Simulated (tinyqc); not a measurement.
Deep-level transient spectroscopy (DLTS) of one majority-carrier trap: one step, computed by the program tinyqc.

A filling pulse loads the traps in a one-sided junction; under reverse bias they empty at the rate e, and the capacitance relaxes as C(t) = C_0 - dC exp(-e t). The signal is S = [C(t_2) - C(t_1)]/dC.

Task: Rate window and signal. S(e) = exp(-e t_1) - exp(-e t_2) peaks at the rate window e_0 = ln(t_2/t_1)/(t_2 - t_1).

Inputs (values chosen for the exercise, for a model semiconductor): gate time t_1 = 0.007 s; ratio t_2/t_1 = 4; temperature T = 196 K.

Carriers: electrons. Extra term: capture barrier.

emission rate e = 0.1980712 1/s

Give: rate window e_0; peak height S_max; signal at T.

Result:

rate window e_0 = 66.01 1/s

peak height S_max = 0.4725

signal at T = 0.004145

At this T the trap empties slower than the window, by a factor 333: the point lies on the low-temperature side of the peak.
